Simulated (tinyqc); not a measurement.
From ballistic to localised: localisation in a chain with random site energies (transfer matrices).

Hopping -t; leads with site energy 0, E = -2t cos(ka). psi_(j+1) = ((e_j - E)/t) psi_j - psi_(j-1), a product of matrices M_j = [[(e_j - E)/t, -1], [1, 0]]. For M = M_N ... M_1 the transmission is T = 4 sin^2(ka)/|M21 - M12 + M22 exp(ika) - M11 exp(-ika)|^2. Long samples draw e_j = W (x_j/2147483647 - 1/2) from x_j = 16807 x_(j-1) mod 2147483647, starting at x0. The localisation length xi, in sites, is defined by ln T = -2N/xi on average; weak disorder gives xi = 24 (4t^2 - E^2)/W^2, and the mean free path for backscattering is xi/2.

Parameters, chosen for this exercise:

| symbol | value | unit | meaning |
|---|---|---|---|
| t | 0.75 | eV | hopping |
| E | -1.15 | eV | energy |
| W | 1.71 | eV | full width of the disorder |
| x0 | 4811 |  | start of the number sequence |

200 samples of each length, cut one after another from the start of the sequence. Typical T = exp(mean ln T). Ohmic: 1/(1 + 2N/xi); localised: exp(-2N/xi), both with the weak-disorder xi.

Transmission:

| N | mean T | typical T | spread of ln T | ohmic | localised |
|---|---|---|---|---|---|
| 2 | 0.675 | 0.644 | 0.331 | 0.656 | 0.591 |
| 5 | 0.407 | 0.312 | 0.827 | 0.432 | 0.269 |
| 10 | 0.207 | 0.0878 | 1.599 | 0.276 | 0.0723 |
| 20 | 0.0797 | 0.00767 | 2.560 | 0.160 | 0.00522 |
| 40 | 0.0119 | 6.92e-05 | 3.744 | 0.0869 | 2.73e-05 |
| 80 | 0.000797 | 6.02e-09 | 6.432 | 0.0454 | 7.45e-10 |

What does the comparison show?

With xi = 7.6 sites, mean and typical T are 0.407 and 0.312 at N = 5, and 0.000797 and 6.02e-09 at N = 80, where ln T scatters by 6.4. The slope of ln(typical T) between 40 and 80 sites gives xi = 8.6, uncertain by about 6 % from the scatter of 200 samples. At N = 80 the ohmic law gives 7.54e+06 times the typical value: a single channel has no ohmic range beyond a mean free path, and the mean is carried by rare resonant samples.

Run: tinyqc, `OMP_NUM_THREADS=1 python tinyqc.py 1452606 1452607 out.jsonl`; Intel(R) Xeon(R) Processor @ 2.30GHz, one thread, shared host; about 0.04 s of CPU time with all checks.
